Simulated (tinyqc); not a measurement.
Strain-driven roughening and islands of a mismatched epitaxial film: one step, computed by the program tinyqc.

Film and substrate share isotropic elastic constants; the film is coherent and biaxially strained.

Problem. A ripple of given wavelength. A ripple A cos(k x) has the surface chemical potential per volume [gamma k^2 - 2 (1 + nu) w k] A cos(k x), so k_c = 2 (1 + nu) w/gamma. With surface diffusion the amplitude grows at the rate q = B k^2 [2 (1 + nu) w k - gamma k^2], fastest at k_m = (3/4) k_c. B is the surface mobility. Stress at the trough = stress x (1 + 2 k A).

Inputs (values chosen for the exercise, modelled on InAs on GaAs):

| quantity | value | unit |
|---|---|---|
| Poisson ratio nu | 0.32 | - |
| surface energy gamma | 0.672 | J/m^2 |
| surface mobility D_s nu_s Omega^2/(k_B T) | 3.5e-32 | m^6/(J s) |
| initial ripple amplitude A0 | 0.066 | nm |
| ripple wavelength over the critical one | 1.2 | - |

Transport: surface diffusion.

k_c = 2.357123 1/nm

energy density w = 599.9950 MJ/m^3

growth time 1/q at k_m = 1.305899e-05 s

Give: k; rate q; q over the largest rate; stress concentration at A0.

Solution.

k = 1.964 1/nm

rate q = 70028 1/s

q over the largest rate = 0.9145

stress concentration at A0 = 1.259

The ripple grows. Caution: a wavelength of a few nanometres is at the limit of continuum theory, where steps and facets rule.
